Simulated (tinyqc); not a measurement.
# Fully depleted semiconductor-on-insulator film with two gates, non-linear Poisson equation by Newton steps: what changes with what

One dimension across the film, front interface at x = 0, back interface at x = ts. psi is counted from the intrinsic level, n = ni exp(psi/Vt) (source grounded), holes neglected, acceptors ionised. Gates act through Cox = eps0 eox/tox and Cbox = 3.9 eps0/tb with potentials G1 = Vg - (phiM - chi - Vt ln(Nc/ni)) and G2 = Vb - (phiB - chi - Vt ln(Nc/ni)). Classical Boltzmann densities, no interface charge, no depletion in the back plane.

Values chosen for this exercise; band and dielectric values close to those of silicon:
- T = 300 K (temperature)
- Eg = 1.12 eV (band gap)
- eps_r = 11.6 (relative permittivity)
- Nc = 2.77e19 cm^-3 (conduction-band density of states at T)
- Nv = 2.61e19 cm^-3 (valence-band density of states at T)
- chi = 4.07 eV (electron affinity)
- eox = 3.9 (relative permittivity of the gate insulator (close to silicon dioxide))
- tox = 1.5 nm (insulator thickness)
- ts = 7.4 nm (film thickness)
- tb = 8.9 nm (buried-oxide thickness (eps_r 3.9))
- Na = 1e15 cm^-3 (acceptor density of the film)
- phiM = 4.57 eV (work function of the front gate)
- phiB = 4.12 eV (work function of the back plane)
- Vb = 0 V (back-gate voltage)

Constants: q = 1.602176634e-19 C, kB = 1.380649e-23 J/K, Vt = kB T/q, eps0 = 8.8541878128e-14 F/cm where lengths are in cm. Results are converted to the units shown.

Each table varies one quantity; the others keep the values above.

## Charge against front-gate voltage

ni = sqrt(Nc Nv) exp(-Eg/(2 Vt)), Eg in volts. The Poisson equation eps0 eps_r d2psi/dx2 = q (n + Na), with -eps0 eps_r dpsi/dx = Cox (G1 - psi) at x = 0 and eps0 eps_r dpsi/dx = Cbox (G2 - psi) at x = ts, is solved on 300 equal intervals with half boxes at both ends; N_inv is the trapezoid sum of n. Swing = ln 10/(d ln N_inv/dVg); the last column is (dN_inv/dVb)/(dN_inv/dVg).

Charge against front-gate voltage:

| Vg (V) | psi front (V) | psi back (V) | N_inv (cm^-2) | centroid/ts | swing (mV/decade) | q dN_inv/dVg over Cox | back/front leverage |
|---|---|---|---|---|---|---|---|
| -0.05 | 0.0689 | 0.165 | 1.22e6 | 0.757 | 80.7 | 2.43e-6 | 0.356 |
| 0.1 | 0.201 | 0.269 | 9.12e7 | 0.696 | 79.5 | 1.84e-4 | 0.335 |
| 0.25 | 0.334 | 0.372 | 7.16e9 | 0.619 | 79.8 | 0.0144 | 0.308 |
| 0.4 | 0.452 | 0.452 | 2.74e11 | 0.502 | 139 | 0.317 | 0.262 |
| 0.55 | 0.521 | 0.476 | 1.37e12 | 0.349 | 335 | 0.656 | 0.207 |
| 0.7 | 0.560 | 0.482 | 2.96e12 | 0.252 | 594 | 0.799 | 0.183 |
| 0.85 | 0.584 | 0.484 | 4.76e12 | 0.196 | 883 | 0.864 | 0.172 |
| 1 | 0.601 | 0.485 | 6.66e12 | 0.161 | 1.19e3 | 0.899 | 0.167 |
| 1.15 | 0.615 | 0.486 | 8.63e12 | 0.137 | 1.50e3 | 0.920 | 0.164 |

N_inv passes 1e11 cm^-2 at Vg = 0.349 V. The swing starts at 80.7 mV a decade, against (1 + k) Vt ln 10 = 67.4 for a front channel with k = Cs Cbox/(Cox (Cs + Cbox)) = 0.132, Cs = eps0 eps_r/ts; above threshold this column is no longer a subthreshold swing. The centroid falls from 0.757 to 0.137 of ts and the leverage of the back gate falls from 0.356 to 0.164. For Vg = 0.7, 0.85, 1, 1.15 the density at an interface exceeds 0.3 Nc, where Boltzmann statistics fail. For Vg = -0.05, 0.1, 0.25, 0.55, 0.7, 0.85, 1, 1.15 the classical centroid lies within 3 nm of an interface, where confinement, left out, would push it away.

## Threshold and coupling against the insulator thickness

VT is the Vg for N_inv = 1e11 cm^-2; -dVT/dVb from the linearised equation. Limits with Cs = eps0 eps_r/ts: front channel Cs Cbox/(Cox (Cs + Cbox)), back channel Cbox (Cox + Cs)/(Cox Cs). Swing at N_inv = 1e8 cm^-2.

The same in every row: centroid/ts at VT = 0.551.

Threshold and coupling against the insulator thickness:

| tox (nm) | VT (V) | -dVT/dVb | front-channel limit | back-channel limit | swing (mV/decade) |
|---|---|---|---|---|---|
| 0.75 | 0.352 | 0.208 | 0.0659 | 0.364 | 74.8 |
| 1.1 | 0.350 | 0.243 | 0.0966 | 0.403 | 77.0 |
| 1.5 | 0.349 | 0.283 | 0.132 | 0.448 | 79.5 |
| 2.1 | 0.346 | 0.343 | 0.184 | 0.515 | 83.2 |
| 3 | 0.342 | 0.433 | 0.263 | 0.617 | 88.7 |
| 4.2 | 0.337 | 0.554 | 0.369 | 0.751 | 96.1 |
| 6 | 0.330 | 0.734 | 0.527 | 0.954 | 107 |

As tox goes from 0.75 to 6, VT falls from 0.352 to 0.330 V, the centroid stays at 0.551 of ts and -dVT/dVb rises from 0.208 to 0.734. The coupling covers 47.6 % of the way from the front-channel to the back-channel limit in the first row and 48.5 % in the last.

Range of the model: In so thin a film or at such density quantum confinement moves the charge away from the interfaces and raises the threshold.

Numbers from tinyqc (`OMP_NUM_THREADS=1 python tinyqc.py 2190097 2190098 out.jsonl`; about 0.3 s on one thread of a shared Intel Xeon 2.30GHz).
